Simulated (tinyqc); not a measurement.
Six-transistor SRAM cell, nodal equations and margins: course of the iteration: node voltages in a read by Newton steps.

Two cross-coupled inverters (pull-down bn, pull-up bp) hold the nodes Q and QB; access transistors (ba, threshold VTn, gate on the word line at Vdd when selected) join them to the bit lines. Transistor (EKV form, voltages against the body): I = 2 n b Vt^2 [F(vp - Vs) - F(vp - Vd)] from drain to source, F(v) = ln^2(1 + exp(v/(2 Vt))), vp = (Vg - VT + sg |Vd - Vs|)/n. n-channel bodies are at 0; for the p-channel device all voltages are counted down from Vdd. b in uA/V^2 gives I in uA. For an access transistor the bit line is the drain and the node the source. In a read both bit lines are at Vdd. The cell is symmetric (no mismatch).

F1 = In(gate QB, drain Q) - Ip(gate QB, drain Q) - Ia(bit line, Q), F2 the same with Q and QB exchanged; J by central differences with +/- 1e-6 V; solve J d = -F, limit each component to +/- 0.15 V and add.

Stop when the largest change of (Q, QB) is below 1e-9 V, or after 30 iterations. The rule counts as met only at the stable state with Q low.

Inputs (values chosen for the exercise):
- T = 300 K (temperature)
- Vdd = 0.5 V (supply voltage)
- n = 1.11 (slope factor)
- sg = 0.037 (drain-induced barrier lowering)
- VTn = 0.26 V (n-channel threshold)
- VTp = 0.34 V (p-channel threshold (magnitude))
- bn = 220 uA/V^2 (gain factor of the pull-down transistor)
- ba = 180 uA/V^2 (gain factor of the access transistor)
- bp = 120 uA/V^2 (gain factor of the pull-up transistor)

Constants: q = 1.602176634e-19 C, kB = 1.380649e-23 J/K, Vt = kB T/q. Results are converted to the units shown.

(Q, QB) at the start (V): Q 0.210000, QB 0.270000

Course of the iteration:
```
iteration     Q (V)  largest |change| of one entry (V)
1          0.221294                             0.0176
2          0.232185                             0.0125
3          0.236487                            4.30e-3
4          0.236240                            3.16e-4
5          0.236244                            4.29e-6
6          0.236244                           3.09e-10
```

Did this iteration meet its convergence test, and what does its course show?

No. The steps settle on Q = QB = 0.2362 V. There det J is negative, so this is the unstable balance point of the latch, not a stored state. A rerun from (0, Vdd) converges in 5 iterations to Q = 0.06386 V, QB = 0.4999 V.

tinyqc, about 0.2 s, one thread, Intel Xeon 2.30GHz (shared host): `OMP_NUM_THREADS=1 python tinyqc.py 2340170 2340171 out.jsonl`
